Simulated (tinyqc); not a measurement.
## Metal-interlayer-semiconductor contact, depinning against tunnelling resistance: contact resistivity against the interlayer thickness

Zero bias, n-type semiconductor. Gap states at the semiconductor surface thin out as exp(-be ti), which unpins the barrier; electrons must then cross the interlayer (a rectangular barrier, no voltage drop across it) and the parabolic depleted layer, both by WKB. Energies E are counted from the Fermi level; no image force, parabolic bands.

S = 1/(1 + (1/S0 - 1) exp(-be ti)); phiB = S (phiM - chi) + (1 - S)(Eg - E0); xi = Ec - EF deep inside, from Nd = Nc F(-xi/Vt), F(x) = (2/sqrt(pi)) int_0^infinity sqrt(u) du/(1 + exp(u - x)); band bending U = phiB - xi; E00 = (hbar/2) sqrt(Nd/(eps0 eps_r mt m0)) in volts; A = 4 pi q mA m0 kB^2/h^3. With U = phiB - xi: for xi < E < phiB, y = (E - xi)/U and G1 = (U/E00) [sqrt(1 - y) - y ln((1 + sqrt(1 - y))/sqrt(y))], G1 = 0 above phiB; G2 = 2 ti sqrt(mi max(phiB + dE - E, 0)/C), C = hbar^2/(2 m0); f = 1/(1 + exp(E/Vt)); 1/rho_c = (A T^2/Vt^2) times the integral of exp(-G1 - G2) f over E from xi upwards. Shares under 0.001 % are printed as 0; rows without band bending are left out.

Inputs (values chosen for the exercise); semiconductor values close to those of germanium; interlayer mass of the order of that in titanium dioxide, offset chosen freely:

| symbol | value | unit | meaning |
|---|---|---|---|
| T | 300 | K | temperature |
| Eg | 0.639 | eV | band gap |
| eps_r | 15.7 |  | relative permittivity |
| chi | 4.1 | eV | electron affinity |
| Nc | 1.04e19 | cm^-3 | conduction-band density of states at T |
| mt | 0.121 | m0 | tunnelling mass in the semiconductor |
| mA | 1.08 | m0 | Richardson mass |
| Nd | 5.2e19 | cm^-3 | donor density |
| E0 | 0.088 | eV | charge-neutrality level above the valence band |
| S0 | 0.05 |  | pinning factor without interlayer |
| phiM | 4.22 | eV | metal work function |
| dE | 0.15 | eV | conduction-band offset of the interlayer above the semiconductor |
| mi | 0.31 | m0 | tunnelling mass in the interlayer |
| be | 3.9 | 1/nm | decay constant of gap states through the interlayer |

Constants: q = 1.602176634e-19 C, kB = 1.380649e-23 J/K, eps0 = 8.8541878128e-12 F/m, hbar = 1.054571817e-34 J s, h = 6.62607015e-34 J s, m0 = 9.1093837015e-31 kg, Vt = kB T/q, hbar^2/(2 m0) = 0.0380998212 eV nm^2. Results are converted to the units shown.

The same in every row: E00/Vt = 3.76.

Contact resistivity against the interlayer thickness:
```
ti (nm),S,phiB (eV),rho_c (ohm cm^2),rho_c with G2 = 0 (ohm cm^2),peak of the integrand (eV),share above phiB (%)
0,0.0500,0.529,7.72e-8,7.72e-8,-0.00539,0
0.2,0.103,0.507,1.56e-7,6.22e-8,-0.00427,0
0.4,0.200,0.465,2.48e-7,4.19e-8,-0.00350,0
0.6,0.353,0.399,2.80e-7,2.26e-8,-0.00319,0
0.8,0.544,0.317,2.35e-7,1.06e-8,-0.00327,0.0106
1,0.722,0.240,1.83e-7,5.31e-9,-0.00333,0.111
1.2,0.850,0.185,1.68e-7,3.28e-9,-0.00285,0.590
1.4,0.925,0.152,1.96e-7,2.50e-9,-0.00163,1.67
1.6,0.964,0.135,2.74e-7,2.17e-9,2.00e-4,3.13
```

What does the comparison show?

As ti goes from 0 to 1.6, phiB falls from 0.529 to 0.135 eV and rho_c moves up and down between 7.72e-8 and 2.80e-7 ohm cm^2. No thickness listed beats the bare contact: tunnelling through the layer costs more than the change of the barrier gains. The ratio of rho_c to its value with G2 = 0 runs from 1.00 to 126.

Range of the model: The depletion charge would drop about 0.11 V across such an interlayer (eps_r near 40) at ti = 1.7 nm and Nd = 5.2e19 cm^-3, against a band bending of 0.22 V; this model leaves that drop out.

Numbers from tinyqc (`OMP_NUM_THREADS=1 python tinyqc.py 2270008 2270009 out.jsonl`; about 0.03 s on one thread of a shared Intel Xeon 2.30GHz).
